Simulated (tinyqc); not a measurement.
Hexagonal on-chip spiral inductor, lumped pi model: one step of the calculation.

Outer diameter do = di + 2 n wd + 2 (n - 1) sp, mean da = (do + di)/2, fill p = (do - di)/(do + di), length l = 3.464 n da. L = 2.33 mu0 n^2 da/(1 + 3.82 p), mu0 = 4 pi 1e-7 H/m. Rs = rho l/(wd delta (1 - exp(-th/delta))), delta = sqrt(rho/(pi f mu0)). Cs = n wd^2 eps0 eo/hu across the coil. At each end Cox = l wd eps0 eo/(2 ho) leads to the substrate branch Rsi = 2 rs he/(l wd) in parallel with Csi = l wd eps0 11.7/(2 he). With one end grounded Y = 1/(Rs + i w L) + i w Cs + 1/[1/(i w Cox) + 1/(1/Rsi + i w Csi)], w = 2 pi f; Q = -Im Y/Re Y. Eddy currents in neighbouring turns and in the substrate are left out.

Task. Geometry and model elements. do, l, L, delta, Rs, Cs, Cox, Rsi and Csi as defined.

Parameters, values chosen for the exercise; values of the order met in silicon radio-frequency processes:
```
symbol  value     unit                                     meaning
n         6.5                                      number of turns
wd         20       um                                  line width
sp          3       um                         space between turns
di         80       um                              inner diameter
th          3       um                             metal thickness
rho       2.2  uohm cm                           metal resistivity
ho        7.5       um                        oxide below the coil
hu        1.4       um            oxide between coil and underpass
eo        4.1                   relative permittivity of the oxide
rs       1000   ohm cm                       substrate resistivity
he         50       um  effective spreading depth in the substrate
f         1.3      GHz                                   frequency
```

Constants: eps0 = 8.8541878128e-12 F/m. Results are converted to the units shown.

Find: do; l; L; delta; Rs; Cs; Cox; Rsi; Csi.

Result.

do = 373.00 um
l = 5099.9 um
L = 8.0730 nH
delta = 2.0704 um
Rs = 3.5410 ohm
Cs = 67.418 fF
Cox = 246.85 fF
Rsi = 9804.2 ohm
Csi = 105.66 fF

tinyqc, about 0.01 s, one thread, Intel Xeon 2.30GHz (shared host): `OMP_NUM_THREADS=1 python tinyqc.py 2302080 2302081 out.jsonl`
